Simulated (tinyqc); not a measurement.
Trench capacitor in an array: capacitance, non-linearity, leakage and relaxation: capacitance, non-linearity and leakage against thickness.

A film between two metal electrodes, each interface adding a series capacitance ci. The small-signal permittivity is ek (1 + aq E^2); the field is found with the linear permittivity. Leakage J = J0 sinh(E/Ef). After a voltage step the film passes a relaxation current kr C V tt^(-nr), tt being the time in seconds. The sidewall is a coaxial capacitor with radii a = dm/2 - t and b = dm/2, depth AR dm; the end face is left out.

Planar film: Cf = eps0 ek/t, 1/C = 1/Cf + 2/ci, EOT = 3.9 eps0/C, effective permittivity C t/eps0, E = (V/t) C/Cf; quadratic coefficient [C(V)/C - 1]/V^2 with Cf (1 + aq E^2) in C(V).

Inputs (values chosen for the exercise); permittivity of the order of that of hafnium oxide:

| symbol | value | unit | meaning |
|---|---|---|---|
| ek | 19.2 |  | relative permittivity of the film |
| ci | 53 | uF/cm^2 | capacitance of each electrode interface (dead layer and screening) |
| aq | 0.0042 | cm^2/MV^2 | quadratic field coefficient of the permittivity |
| V | 2 | V | bias |
| J0 | 3.3e-11 | A/cm^2 | leakage prefactor |
| Ef | 0.31 | MV/cm | field for an e-fold rise of the leakage |

Constants: eps0 = 8.8541878128e-14 F/cm where lengths are in cm. Results are converted to the units shown.

Results:
```
t (nm)  C (uF/cm^2)  EOT (nm)  effective permittivity  E (MV/cm)  quadratic coefficient (ppm/V^2)  J (A/cm^2)
3.7          3.9157   0.88187                  16.363     4.6067                            18743   4.6906e-5
5.2          2.9102    1.1866                  17.091     3.4238                            10898   1.0328e-6
7.4          2.1140    1.6334                  17.668     2.4871                           5964.4   5.0324e-8
10           1.5975    2.1616                  18.043     1.8794                           3482.2   7.0872e-9
15           1.0869    3.1772                  18.413     1.2786                           1645.8   1.0202e-9
21          0.78553    4.3959                  18.631    0.92415                           870.08  3.2438e-10
30          0.55480    6.2241                  18.798    0.65271                           437.95  1.3348e-10
60          0.28034    12.318                  18.997    0.32981                           113.00  4.2117e-11
```

Estimate the missing row, t = 42 nm.

Computed row:
```
t (nm)  C (uF/cm^2)  EOT (nm)  effective permittivity  E (MV/cm)  quadratic coefficient (ppm/V^2)  J (A/cm^2)
42          0.39867    8.6616                  18.911    0.46903                           227.51  7.1280e-11
```

With this row back in the table: C falls from 3.92 to 0.280 uF/cm^2 while the effective permittivity goes from 16.4 to 19.0 (ek = 19.2). EOT is a straight line in t with slope 3.9/ek = 0.203 and intercept 0.130 nm. The quadratic coefficient goes as t^(-1.59) between the first two rows and t^(-1.96) between the last two (-2 without interfaces), and J falls by 6.05 decades. For t = 3.7 direct tunnelling, left out, would add to the leakage.

Computed by the program tinyqc: `OMP_NUM_THREADS=1 python tinyqc.py 2102145 2102146 out.jsonl`, one thread of a shared Intel Xeon 2.30GHz, about 0.01 s for the whole run.
